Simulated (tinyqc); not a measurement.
# Lossy on-chip transmission line with skin effect: effects of single changes

A uniform line in a homogeneous dielectric: c = sqrt(er)/(c0 Z0), l = Z0 sqrt(er)/c0 (c0 = 299792458 m/s), g = w c td, w = 2 pi f. The resistance joins its limits as r = sqrt(r_dc^2 + r_hf^2), with r_dc = rho/(wd th), r_hf = kr rho/(2 delta (wd + th)), delta = sqrt(rho/(pi f mu0)), mu0 = 4 pi 1e-7 H/m; this is an interpolation, and internal inductance, up to 0.05 nH/mm at low frequency, is neglected.

Inputs (values chosen for the exercise):

| symbol | value | unit | meaning |
|---|---|---|---|
| wd | 0.68 | um | width of the strip |
| th | 0.68 | um | thickness of the strip |
| rho | 2 | uohm cm | resistivity |
| er | 4.2 |  | relative permittivity |
| td | 0.005 |  | loss tangent |
| Z0 | 75 | ohm | lossless impedance sqrt(l/c) |
| kr | 1.2 |  | factor for crowding and the return path |
| len | 0.56 | mm | length |
| Rg | 50 | ohm | source resistance |
| RL | 50 | ohm | load resistance |
| CL | 20 | fF | load capacitance |
| f | 1.7 | GHz | frequency |

Each table varies one quantity; the others keep the values above.

## Line properties against frequency

gamma = sqrt((r + i w l)(g + i w c)) = alpha + i beta, Zc = sqrt((r + i w l)/(g + i w c)), roots with positive real part; loss 8.685889638 alpha in dB; phase velocity w/beta. ZL = 1/(1/RL + i w CL); reflection (ZL - Zc)/(ZL + Zc); Zin = Zc (ZL + Zc tanh(gamma len))/(Zc + ZL tanh(gamma len)); H = V_load/V_source = [Zin/(Zin + Rg)]/[cosh(gamma len) + (Zc/ZL) sinh(gamma len)].

Results:
```
f (GHz)  r (ohm/mm)  r/(w l)  loss (dB/mm)  |Zc| (ohm)  phase velocity over c0  length in wavelengths  |H| (dB)
0.01          43.25     1343       0.09687        2748                 0.01887               9.898e-4    -7.905
0.03          43.26    447.6        0.1677        1587                 0.03266               0.001716    -7.905
0.09          43.27    149.2        0.2898       916.2                 0.05644               0.002979    -7.905
0.8           43.39    16.84        0.8429       308.0                  0.1636               0.009132    -7.910
2             43.61    6.768         1.279       196.2                  0.2470                0.01513    -7.920
7             44.48    1.972         2.041       111.5                  0.3857                0.03390    -7.960
20            46.67   0.7244         2.576       83.34                  0.4620                0.08087    -8.088
60            52.85   0.2734         3.089       76.36                  0.4837                 0.2317    -8.732
```

Estimate the missing row, f = 0.3 GHz.

Computed row:
```
f (GHz)  r (ohm/mm)  r/(w l)  loss (dB/mm)  |Zc| (ohm)  phase velocity over c0  length in wavelengths  |H| (dB)
0.3           43.31    44.81        0.5252       502.1                  0.1022               0.005484    -7.907
```

With this row back in the table: r equals w l at 14.2 GHz: below it |Zc| and the delay grow as in an RC line, above it |Zc| tends to Z0 = 75 ohm and the velocity to 1/sqrt(er) = 0.488 c0. The loss goes as f^(0.50) between the first two rows and f^(0.17) between the last two. |H| is -7.90 dB in the first row and -8.73 dB in the last; between rows it can pass through resonances that the table doesn't show.

## Effect of the load resistance

Same model as above.

The same in every row: r (ohm/mm) = 43.55; r/(w l) = 7.953; loss (dB/mm) = 1.191; |Zc| (ohm) = 212.3; phase velocity over c0 = 0.2303; length in wavelengths = 0.01379.

Result of one run:
```
RL (ohm)  |H| (dB)
75          -5.986
```

What becomes of these results when the load resistance RL is changed from 75 to 25 ohm, all else the same?

Result of the changed run:
```
RL (ohm)  |H| (dB)
25          -11.99
```

The whole series:
```
RL (ohm)  |H| (dB)
10          -18.53
25          -11.99
50          -7.917
75          -5.986
150         -3.498
500         -1.203
10000     -0.06240
```

As RL goes from 10 to 10000, the loss stays at 1.19 dB/mm, |Zc| stays at 212 ohm and |H| goes from -18.5 to -0.0624 dB, with its highest value among the rows, -0.0624 dB, at RL = 10000.

Computed by the program tinyqc: `OMP_NUM_THREADS=1 python tinyqc.py 2810209 2810210 out.jsonl`, one thread of a shared Intel Xeon 2.30GHz, about 0.01 s for the whole run.
